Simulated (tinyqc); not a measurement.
Moment against the Stoner parameter: Stoner model of a band ferromagnet.

Density of states per atom and spin: flat with a rise to the top, D(e) = (M/W) [1 - sp + 4 sp (e/W + 1/2)^3]. Levels e -/+ I m/2 for up and down spin, m = n_up - n_down, n_up + n_down = nd. At zero temperature e(N) is the energy below which N states lie, and E(m) = sum over spins of integral e D de - I m^2/4.

Values chosen for the exercise: W = 5.8 eV (band width, e from -W/2 to W/2); M = 5 (states per atom and spin); nd = 9.12 (electrons per atom); sp = 0.61 (shape parameter).

Lowest state for each I.

Results:
```
I (eV),I D(EF),m (muB),E - E(0) (meV)
0.27,0.605,0.000,0.0
0.36,0.807,0.000,0.0
0.41,0.919,0.000,0.0
0.45,1.009,0.880,-0.6
0.49,1.098,0.880,-8.4
0.56,1.255,0.880,-21.9
0.67,1.502,0.880,-43.2
0.81,1.816,0.880,-70.3
```

What can be read from this table?

A moment first appears at I = 0.45 eV of those listed, where I D(EF) = 1.009. It is saturated at 0.880 from I = 0.45 eV on. Between that row and the one before it m goes from zero to saturation; the table does not show whether the onset is abrupt.

Computed by tinyqc, a small Python program: `OMP_NUM_THREADS=1 python tinyqc.py 1682343 1682344 out.jsonl` (the numbers bound the seed that draws the inputs); one thread of a shared host (Intel(R) Xeon(R) Processor @ 2.30GHz), about 0.3 s for the whole set of steps.
